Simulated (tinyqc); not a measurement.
Random alloy fluctuations: inter-valley coupling by envelope functions against a chain of atomic planes.

Chain: E(phi) = e0 + 2 v cos(phi) + 2 u cos(2 phi), cos(phi0) = -v/(4u), e0 = 2u + v^2/(4u); plane j = 0, 1, ... has the potential V_j = dE x_j + F (j - 30) a/4 (1 MV/m = 1e-4 V/angstrom). There are 30 barrier planes a side; with y = j - 29.5, x_j = xb (f(y) + f(Nw - y)), f(y) = 1/(1 + exp(y/L)), plus any Ge added in the well. The valley splitting is the spacing of the two lowest levels. Envelope theory: F_j solves a one-valley chain with hopping -b and diagonal 2b + V_j, b = 4u sin^2(phi0), sum F_j^2 = 1; the valleys couple by Dv = sum_j F_j^2 V_j exp(-2 i phi0 j) and split by 2|Dv|.

Values chosen for the exercise (near those of the Delta valleys of silicon in a SiGe well; the results hold for these values, not for the real material):
```
symbol  value  unit      meaning
a       5.431  angstrom  lattice constant; planes lie a/4 apart
u       0.585  eV        second-neighbour hopping
v       0.615  eV        nearest hopping
Nw      42               planes in the well
L       1.25   planes    interface width
xb      0.3              Ge fraction of the barriers
dE      0.63   eV        offset per unit Ge fraction
F       2      MV/m      field
x0      7672             start of the number sequence
na      8000             atoms a plane under the dot
```

A uniform fraction x is added on all planes. Each plane j then fluctuates by q sqrt(x_j (1 - x_j)/na) in Ge fraction, q = sqrt12 (z/2147483647 - 1/2) with z(new) = 16807 z mod 2147483647 from x0, restarted for each row; 24 samples. Theory: Dv is a complex Gaussian with sigma^2 = dE^2 sum F_j^4 x_j (1 - x_j)/na, and the mean splitting is sqrt(pi) sigma if the smooth part is negligible.

Splitting (micro-eV):
```
x     sigma  sqrt(pi) sigma  mean of 24  least  largest
0.00   22.6            40.1        39.3    3.2     77.0
0.01  127.4           225.9       190.2   54.6    362.8
0.02  177.9           315.3       263.8   75.5    491.9
0.05  275.6           488.6       407.0  103.6    767.5
0.10  378.8           671.4       558.7  135.6   1067.4
```

Without added Ge the disorder sits in the barriers, where the state is small: mean 39.3 micro-eV, against 0.43 for the smooth well. With 5 % Ge in the well the mean is 407, theory 489, with a statistical error of about 11 % for 24 samples; the miss is -17 %, and since every row reuses one sequence the rows with added Ge miss alike. The spread grows with the mean: at 5 % the samples run from 104 to 767, so small splittings remain possible. sigma falls as 1/sqrt(na) for larger dots. A chain with one orbital a plane has no Bloch-function factor, which scales all these couplings down in fuller models.

Computed by tinyqc, a small Python program: `OMP_NUM_THREADS=1 python tinyqc.py 1482082 1482083 out.jsonl` (the numbers bound the seed that draws the inputs); one thread of a shared host (Intel(R) Xeon(R) Processor @ 2.30GHz), about 0.04 s for the whole set of steps.
